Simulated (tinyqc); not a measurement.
Changing the zero-phonon energy E_ZPL: configuration-coordinate model of a defect: Huang-Rhys factor and luminescence line shape. Computed by tinyqc, a small Python program. Command: `OMP_NUM_THREADS=1 python tinyqc.py 3016858 3016859 out.jsonl ccline sweep`. One thread of a shared host (Intel(R) Xeon(R) Processor @ 2.30GHz), about 0.03 s of CPU time with the checks.

Ground state E_g(Q) = (1/2) omega_g^2 Q^2; excited state E_e(Q) = E_0 + (1/2) omega_e^2 (Q - dQ)^2 with omega_e = omega_g and E_0 = E_ZPL. Q is mass-weighted; the dipole does not depend on Q (Condon approximation).

Inputs (values chosen for the exercise, for a model defect in a wide-gap host): displacement dQ = 0.719 u^(1/2) angstrom; ground-state phonon hbar omega_g = 110 meV; temperature T = 300 K; refractive index n_r = 2.57; transition dipole mu = 0.79 e angstrom; quenching prefactor nu_0 = 5e+12 1/s.

Modes: equal frequencies in both states.

Constants: hbar^2/u = 4.18015928e-03 eV angstrom^2; hbar = 6.582119569e-16 eV s; e = 1.602176634e-19 C; eps_0 = 8.8541878128e-12 F/m; hbar = 1.054571817e-34 J s; c = 299792458 m/s; k_B = 8.617333262e-05 eV/K.

Method. S = hbar omega dQ^2/(2 hbar^2/u) for each state; relaxation energy S hbar omega; absorption at E_0 + S_e hbar omega_e, emission at E_0 - S_g hbar omega_g; the Stokes shift is their difference. The curves cross at the root Q_c nearest dQ; the barrier is (1/2) omega_e^2 (Q_c - dQ)^2, with (1/2) omega^2 = (hbar omega)^2/(2 hbar^2/u). k_r = n_r omega^3 mu^2/(3 pi eps_0 hbar c^3) at the vertical emission energy, without local-field correction; k_nr = nu_0 exp(-barrier/k_B T) (Mott-Seitz); yield = k_r/(k_r + k_nr); T_1/2 = barrier/(k_B ln(nu_0/k_r)).

One run for each value; columns: (1) zero-phonon energy E_ZPL (eV); (2) radiative lifetime (ns); (3) classical barrier (eV); (4) quenching temperature T_1/2 (K); (5) vertical emission energy (eV):
```
(1)     (2)    (3)   (4)    (5)
1.33  833.9  0.113    86  0.582
1.57  295.9  0.226   184  0.822
1.81  137.2  0.377   325  1.062
2.05   74.4  0.566   512  1.302
2.29   44.8  0.794   748  1.542
2.54   28.5  1.073  1049  1.792
```

Over the rows, radiative lifetime (ns) falls from 834 to 28.5 (exponent d ln y / d ln x -6.2 between the first rows and -4.4 between the last); classical barrier (eV) rises from 0.113 to 1.07 (exponent d ln y / d ln x 4.2 between the first rows and 2.9 between the last); quenching temperature T_1/2 (K) rises from 86.1 to 1050 (exponent d ln y / d ln x 4.6 between the first rows and 3.3 between the last). A smaller transition energy lengthens the radiative lifetime through E^3 and lowers the barrier, both of which favour non-radiative decay. Left out: 0.845, 1.09 (the relaxation energy takes most of the transition energy).

Caution (rows 1.33, 1.57, 1.81, 2.05): the barrier is below the relaxation energy of the excited state, so vertical excitation lands above the crossing and may bypass luminescence (Dexter-Klick-Russell rule). Caution (all rows): the band is wide against its energy, so the E^3 factor left out of the moments shifts the observed peak up.

Extremes, crossings and ranges named in words are read from the listed rows.
